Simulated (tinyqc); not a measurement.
Epitaxial growth on a vicinal surface: Burton-Cabrera-Frank step flow, step-edge barrier and island nucleation: one step, computed by the program tinyqc.

Adatoms land at rate F, hop on a square grid (a simplification for hexagonal faces), desorb, or join steps. Lengths are in units of a and n is the adatom coverage. Steps ascend at x = 0 and descend at x = l.

Question. Terrace solution. D n'' - n/tau + F = 0 with n(0) = n_eq and -l_s n'(l) = n(l) - n_eq. With u = n - F tau, A = n_eq - F tau, y = l/x_s, s = l_s/x_s: u = A cosh(x/x_s) + B sinh(x/x_s), B = A (1 - cosh y - s sinh y)/(sinh y + s cosh y). Flux into the ascending step J+ = D B/x_s, over the descending one J- = -(D/x_s)(A sinh y + B cosh y); step velocity J+ + J-; growth rate (J+ + J-)/l. For small y: J+ + J- = (F - n_eq/tau) l, J-/J+ = l/(l + 2 l_s). The coverage peaks where n' = 0, tanh(x/x_s) = -B/A.

Inputs (values chosen for the exercise, close to those used for GaAs(001)):
```
quantity                                    value      unit
deposition rate F                            0.15  layers/s
temperature T                                 540         C
critical nucleus size i                         2         -
binding energy of the critical nucleus E_i   0.42        eV
```

D = 137277.2 a^2/s

lifetime tau = 1470.669 s

diffusion length x_s = 14208.77 a

equilibrium coverage n_eq = 1.015508e-06

terrace width l = 135.1213 a

Schwoebel length l_s = 0 a

Give: J+; J-; growth rate; peak coverage; position of the peak.

Answer.

J+ = 10.134 atoms per step site and s

J- = 10.134 atoms per step site and s

growth rate = 0.15000 layers/s

peak coverage = 0.0024947

position of the peak = 67.561 a

Caution: twice the distance from the ascending step to the coverage peak exceeds the expected island spacing [0.25 (F/D)^(i/(i+2)) exp(E_i/((i+2) k_B T))]^(-1/2) by 40 % or more, so islands nucleate and the step-flow values are formal.
